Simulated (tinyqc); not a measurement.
Gap and screening length from two transmissions.

Question. At the source junction of a tunnel FET, T(w) = exp(-S), S = 2 pi lam sqrt(m/(C Eg)) [w + Eg/2 - sqrt(w (w + Eg))], C = hbar^2/(2 m0). Find Eg (between 0.1 and 3 eV) and lam.

Parameters, values chosen for the exercise:
- m = 0.048 m0 (band-edge mass of the two-band model)

Constants: q = 1.602176634e-19 C, hbar = 1.054571817e-34 J s, m0 = 9.1093837015e-31 kg, hbar^2/(2 m0) = 0.0380998212 eV nm^2. Results are converted to the units shown.

T(w) at w = 0.04 and 0.25 eV: 3.0677407e-5  0.0042217858

Solution. The ratio of the two exponents depends on Eg alone and falls steadily with it, which fixes Eg; either exponent then gives lam.

ratio of the two S = 1.90
Eg = 0.746 eV
lam = 5.40 nm

Program tinyqc, `OMP_NUM_THREADS=1 python tinyqc.py 2620140 2620141 out.jsonl`; Intel Xeon 2.30GHz, shared host, one thread, about 0.01 s.
